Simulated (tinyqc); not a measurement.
# Carrier lifetime of an n-type layer with SRH, radiative, Auger and surface recombination, step by step

Program tinyqc, `OMP_NUM_THREADS=1 python tinyqc.py 2300071 2300072 out.jsonl`; Intel Xeon 2.30GHz, shared host, one thread, about 0.01 s. Printed values are rounded.

Uniform excess density dn = dp (no trapping), n = n0 + dn, p = p0 + dn, Boltzmann statistics, full ionisation. Surfaces enter as a rate 2 S dn/d, which holds while diffusion to them is fast.

Parameters, values chosen for the exercise; band and dielectric values close to those of germanium: temperature T = 350 K; band gap Eg = 0.654 eV; conduction-band density of states at T Nc = 1.32e19 cm^-3; valence-band density of states at T Nv = 7.49e18 cm^-3; radiative coefficient B = 6.49e-14 cm^3/s; donor density N = 5.7e17 cm^-3; Auger coefficient (two electrons) Cn = 1.1e-30 cm^6/s; Auger coefficient (two holes) Cp = 7.8e-31 cm^6/s; trap density Nt = 2e12 cm^-3; capture cross-section for electrons sn = 3e-15 cm^2; capture cross-section for holes sp = 7e-16 cm^2; thermal velocity (both carriers) vth = 1.6e7 cm/s; trap level below the conduction band Et = 0.53 eV; surface recombination velocity (both faces) S = 0 cm/s; sample thickness d = 20 um; generation rate G = 1.6e22 cm^-3 s^-1.

Constants: q = 1.602176634e-19 C, kB = 1.380649e-23 J/K, Vt = kB T/q. Results are converted to the units shown.

## Equilibrium densities and SRH constants

ni = sqrt(Nc Nv) exp(-Eg/(2 Vt)), Eg in volts; majority density N/2 + sqrt(N^2/4 + ni^2), n0 p0 = ni^2; n1 = Nc exp(-Et/Vt), p1 = Nv exp((Et - Eg)/Vt); tn0 = 1/(sn vth Nt), tp0 = 1/(sp vth Nt).

ni = 1.94507e14 cm^-3
n0 = 5.70000e17 cm^-3
p0 = 6.63736e10 cm^-3
n1 = 3.08255e11 cm^-3
p1 = 1.22733e17 cm^-3
tn0 = 1.04167e-5 s
tp0 = 4.46429e-5 s

## Starting value

dn = 7e15 cm^-3.

dn at the start = 7e15 cm^-3

## Iteration 1: new dn

With e = n p - ni^2 = dn (n0 + p0 + dn): U_SRH = e/(tp0 (n + n1) + tn0 (p + p1)), U_rad = B e, U_Aug = (Cn n + Cp p) e, U_s = 2 S dn/d. Newton step on ln U(ln dn) = ln G, U the sum: k = d ln U/d ln dn (central difference over factors 1.0001), dn(new) = dn (G/U)^(1/k).

U_SRH = 1.48984e20 cm^-3 s^-1
U_rad = 2.62131e20 cm^-3 s^-1
U_Aug = 2.58561e21 cm^-3 s^-1
U_s = 0 cm^-3 s^-1
k = 1.02916
dn after iteration 1 = 3.56417e16 cm^-3

## Iteration 2: new dn

As before.

U_SRH = 7.52461e20 cm^-3 s^-1
U_rad = 1.40094e21 cm^-3 s^-1
U_Aug = 1.49809e22 cm^-3 s^-1
U_s = 0 cm^-3 s^-1
k = 1.14026
dn after iteration 2 = 3.35638e16 cm^-3

## Course of the iteration

Stop when the step is below 1e-10 of the value, or after 40 iterations.

Course of the iteration:
```
iteration  dn before the step (cm^-3)  step (cm^-3)
1                                7e15       2.86e16
2                          3.56417e16      -2.08e15
3                          3.35638e16      -6.86e12
4                          3.35569e16       -7.68e7
5                          3.35569e16         < 1e4
```

Converged in 5 iterations.

## Lifetime, shares and quasi-Fermi splitting

converged dn = 3.35569e16 cm^-3

With e = n p - ni^2 = dn (n0 + p0 + dn): U_SRH = e/(tp0 (n + n1) + tn0 (p + p1)), U_rad = B e, U_Aug = (Cn n + Cp p) e, U_s = 2 S dn/d. tau = dn/U, shares of U, splitting Vt ln(n p/ni^2), radiative efficiency U_rad/U.

tau = 2.09731e-6 s
shares (%): SRH 4.4303, radiative 8.2153, Auger 87.3544, surface 0.0000
quasi-Fermi splitting = 0.397839 V

Auger recombination takes the largest share. dn is 0.059 times the doping: low injection.
